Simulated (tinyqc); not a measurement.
Comparisons within one model: deformation potentials from a strained empirical pseudopotential. A value that a table varies takes the place of the one given here.

Diamond lattice, no spin-orbit coupling. Atomic form factor V(q) = a1 (q^2 - a2)/(a3 exp(a4 q^2) - 1) in rydberg with q in 1/bohr, for the unstrained cell. Under a strain e the reciprocal vectors and k go over into (1 + e)^(-1) G, the atoms sit at +/- tau with tau = (1 + e) a (1,1,1)/8 - zeta a (eyz, ezx, exy)/4, and H(G,G') = c |k + G|^2 delta + (V(q)/det(1 + e)) cos(q.tau), q = G - G', with the term q = 0 left out; c = hbar^2/2m0. The basis is fixed before straining: all G with |k + G|^2 up to 16 (2 pi/a)^2. k is given in units of 2 pi/a of the unstrained cell.

Constants: hbar^2/2m0 = 3.80998211 eV angstrom^2; Ry = 13.60569312 eV; a0 (Bohr radius) = 0.5291772105 angstrom.

Parameters, chosen for this exercise (a germanium-sized cell with gaps well above those of Ge; shifted at random, so the results belong to these values and not to a real crystal):
- a = 5.648 angstrom (lattice constant)
- A = (0.396, 2.397, 2.055, 0.452) (a1 (Ry bohr^2), a2 (1/bohr^2), a3, a4 (bohr^2))
- h = 0.005 (size of the test strain)
- kD = 0.82 2 pi/a (position of the Delta minimum)
- a1 = 0.396
- a2 = 2.397
- a3 = 2.055
- a4 = 0.452

## The internal displacement

Xu of L (level 5, the lowest empty one) and d from exy = eyz = ezx = h for several zeta: Xu = [E(L [111]) - E(L [1-1-1])]/((8/3) h), d = (single valence level - pair)/(3 sqrt(3) h). zeta = 0 strains the bonds with the lattice; zeta = 1 keeps all four bond lengths equal to first order.

Results:
```
zeta  Xu (L) (eV)  d (eV)
0.00         9.39    1.59
0.25        10.46   -0.77
0.50        11.55   -3.13
0.60        11.98   -4.08
0.75        12.64   -5.49
1.00        13.76   -7.85
```

From zeta = 0 to 1, d goes from 1.59 to -7.85 eV and Xu (L) from 9.39 to 13.76 eV, both nearly linearly: the displacement is an optical-phonon mode, and d = d(0) - zeta d0/4 gives its deformation potential d0 = 38 eV. Leaving the relaxation out (zeta = 0 for 0.5) moves d by +4.72 eV, which reverses its sign, and Xu (L) by -2.15 eV. Tetragonal strain has no such freedom.

## Size of the test strain

e = diag(-h/2, -h/2, h). Xu = [E(Delta z) - E(Delta x)]/(1.5 h) at fixed kD, b = [E(Z) - E(X, Y)]/(4.5 h); one-sided from +h alone, central from +h and -h.

Results (eV):
```
h       Xu one-sided  Xu central  b one-sided  b central
0.0010         7.853       7.856       -2.973     -2.969
0.0025         7.848       7.856       -2.978     -2.969
0.0050         7.840       7.856       -2.986     -2.969
0.0100         7.825       7.857       -3.003     -2.969
0.0200         7.795       7.860       -3.037     -2.970
0.0300         7.767       7.865       -3.071     -2.971
```

From h = 0.001 to 0.03 the one-sided Xu drifts by -0.086 eV and the central one by +0.009 eV; for b the drifts are -0.099 and -0.001 eV. The central difference cancels the term of second order in the strain, so its error goes as h^2. At h = 0.02 the linear law errs by 0.8 % for the valley splitting and 2.3 % for the valence splitting.

## What each parameter of the potential does

Gaps from the valence top to level 5 at Gamma and level 5 at (kD,0,0) and L, and their deformation potentials [E(+h) - E(-h)]/(3 ln((1 + h)/(1 - h))) for e = +/- h 1, h = 0.002. The row for the lattice constant keeps V(q) without the volume factor, so it is not a strain. Each row changes one parameter from the base and keeps the others.

Results:
```
case                Gamma (eV)  Delta (eV)  L (eV)  potential Gamma (eV)  potential Delta (eV)  potential L (eV)
base                     1.830       1.200   1.192                 -8.93                  0.91             -2.90
a = 5.592 angstrom       2.018       0.960   1.135                 -8.73                  1.20             -2.71
a1 = 0.4                 1.855       1.271   1.240                 -9.01                  0.88             -2.93
a2 = 2.421               1.693       1.262   1.175                 -8.98                  0.85             -2.94
a3 = 2.076               1.807       1.104   1.131                 -8.83                  0.93             -2.86
a4 = 0.447               1.893       1.276   1.254                 -9.07                  0.82             -2.99
```

The largest shifts from the base row, up to three for each result and ties (the steps differ in size, so this ranks the rows, not the parameters). Gamma (eV): a +0.189, a2 -0.137, a4 +0.063. Delta (eV): a -0.240, a3 -0.096, a4 +0.076. L (eV): a4 +0.063, a3 -0.061, a -0.057. potential Gamma (eV): a +0.19, a4 -0.15, a3 +0.10. potential Delta (eV): a +0.29, a4 -0.09, a2 -0.06. potential L (eV): a +0.19, a4 -0.10, a2 -0.04, a1 -0.04.

tinyqc: `OMP_NUM_THREADS=1 python tinyqc.py 1880741 1880742 out.jsonl`; about 0.2 s, one thread, shared Intel(R) Xeon(R) Processor @ 2.30GHz.
